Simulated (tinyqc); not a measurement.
Electron mobility of a polar semiconductor by Rode's iterative solution of the Boltzmann equation. Changing the high-frequency permittivity eps_inf. Computed by tinyqc, a small Python program. Command: `OMP_NUM_THREADS=1 python tinyqc.py 3012911 3012912 out.jsonl rode sweep`. One thread of a shared host (Intel(R) Xeon(R) Processor @ 2.30GHz), about 0.03 s of CPU time with the checks.

The distribution is f(E) + e F l(E) (-df/dE) cos(theta) for a weak field F, theta counted from the force; l(E) is a mean free path. Elastic processes enter by their momentum rate, polar optical phonons by out- and in-scattering terms. One valley only: where upper valleys lie close, measured mobilities are lower. The density n is prescribed, even where a narrow-gap material would have more intrinsic carriers.

Inputs (values chosen for the exercise, modelled on InSb):
```
quantity,value,unit
effective mass m,0.0139,m_0
static permittivity eps_s,16.8,-
density rho,5780,kg/m^3
sound velocity v_l,3760,m/s
acoustic deformation potential D_A,10,eV
optical phonon energy hbar w,24.4,meV
electron density n,2.3e+15,1/cm^3
compensation ratio C,0,-
temperature T,400,K
grid points per phonon energy s,6,-
iteration cap,200,-
```

Band: parabolic. Elastic processes: acoustic, impurity.

Constants: k_B = 8.617333262e-05 eV/K; m_0 = 9.1093837015e-31 kg; e = 1.602176634e-19 C; hbar = 1.054571817e-34 J s; eps_0 = 8.8541878128e-12 F/m; k_B = 1.380649e-23 J/K; hbar = 6.582119569e-16 eV s.

Method:
- Parabolic band: E = hbar^2 k^2/(2 m), speed v = hbar k/m, states per spin, volume and energy g(E) = m k/(2 pi^2 hbar^2). Masses are multiplied by m_0 and all formulas are in SI units.
- The reduced Fermi level eta = E_F/(k_B T) solves n = 2 Z int g f dE with f = 1/(1 + exp(x - eta)) (Z = 1 unless valleys are given); screening length L_s = sqrt(eps_s eps_0 k_B T/(e^2 dn/deta)), dn/deta = 2 Z int g f (1 - f) dE.
- Integrals over x = E/(k_B T) use 160 Gauss-Legendre points in u = sqrt(x) from 0 to sqrt(max(eta, 0) + 32).
- N_I = n (1 + C)/(1 - C).
- Phonon occupation N_q = 1/(exp(hbar w/(k_B T)) - 1).
- Acoustic deformation potential (elastic, equipartition, absorption and emission together): 1/tau = 2 pi k_B T D_A^2 g(E)/(hbar rho v_l^2).
- Singly charged impurities, momentum relaxation: 1/tau = N_I e^4 m (1 + 2 alpha E) Phi/(8 pi (eps_s eps_0)^2 hbar^3 k^3), with alpha = 0 for a parabolic band.
- Brooks-Herring: Phi = ln(1 + b) - b/(1 + b), b = 4 k^2 L_s^2.
- Polar optical, unscreened: W = e^2 w (1/eps_inf - 1/eps_s) m (1 + 2 alpha E') ln|(k + k')/(k - k')| / (4 pi eps_0 hbar^2 k), times N_q for absorption (E' = E + hbar w) and N_q + 1 for emission (E' = E - hbar w > 0), with alpha = 0 for a parabolic band; mean cosine of the angle <cos> = (k^2 + k'^2)/(2 k k') - 1/ln|(k + k')/(k - k')|.
- Energy grid E_j = (j + 1/2) hbar w/s, j = 0, 1, ..., up to (max(eta, 0) + 18) k_B T, so that E_j +/- hbar w are grid points; l = 0 beyond the grid; integrals are sums times the spacing.
- With f' = f(E'): out-scattering S_o = sum over absorption and emission of W (1 - f')/(1 - f); nu = sum of elastic rates; the in-scattering weights are c+ = W_abs <cos> (1 - f')/(1 - f) for E' = E + hbar w and c- likewise for emission.
- Iteration: l_new(E) = [v(E) + c+ l(E + hbar w) + c- l(E - hbar w)]/(nu + S_o), from l = 0.
- mu = e sum g v l f (1 - f) / (3 k_B T sum g f) over the grid; stop when mu changes by less than 1e-8 of itself.
- Self-energy RTA: l = v/(nu + S_o), the first iteration. Momentum RTA: l = v/(nu + S_o - c+ v(E + hbar w)/v - c- v(E - hbar w)/v), listed only where the denominator is positive on the whole grid. The polar-only value solves the same system with nu = 0; the elastic value takes l = v/nu.

One run for each value:
```
high-frequency permittivity eps_inf,polar-phonon mobility (cm^2/(V s)),mobility mu (cm^2/(V s)),error of the self-energy RTA (%)
6.72,9.2252e+03,9.0884e+03,-57.745
8.09,1.2853e+04,1.2590e+04,-57.627
9.46,1.7835e+04,1.7335e+04,-57.466
10.80,2.4908e+04,2.3950e+04,-57.241
12.20,3.6700e+04,3.4677e+04,-56.874
13.60,5.8811e+04,5.3847e+04,-56.205
14.90,1.0852e+05,9.3060e+04,-54.784
16.30,4.5111e+05,2.7467e+05,-46.983
```

Describe and explain the trends.

Over the rows, polar-phonon mobility (cm^2/(V s)) rises from 9230 to 451000 (exponent d ln y / d ln x 1.8 between the first rows and 16 between the last); mobility mu (cm^2/(V s)) rises from 9090 to 275000 (exponent d ln y / d ln x 1.8 between the first rows and 12 between the last); error of the self-energy RTA (%) rises from -57.7 to -47.0 (exponent d ln y / d ln x -0.011 between the first rows and -1.7 between the last). The polar mobility times (1/eps_inf - 1/eps_s) is constant: 823.7 in the first row and 823.7 in the last.
